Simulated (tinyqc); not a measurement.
Density and mobility of a removed layer (differential Hall).

Problem. For layers in parallel the sheet conductance g = 1/Rs and the product g mu_H (mu_H signed, unit Hall factors) are additive. Find the sheet density and mobility of the layer that was removed, and its share of the conductance.

Constants: q = 1.602176634e-19 C. Results are converted to the units shown.

Rs before and after removing the top layer (ohm/square): [43.985265, 128.95680]
apparent mobility before and after, signed (cm^2/(V s)): [-113.83721, -440]

Answer. The differences give g1 = q n mu and g1 mu = q n mu^2; their ratio is mu and g1^2/(q g1 mu) is n.

sheet density = 1.700e15 cm^-2
mobility = 55.00 cm^2/(V s)
share of the conductance = 65.89 %

Program tinyqc, `OMP_NUM_THREADS=1 python tinyqc.py 2850154 2850155 out.jsonl`; Intel Xeon 2.30GHz, shared host, one thread, about 0.01 s.
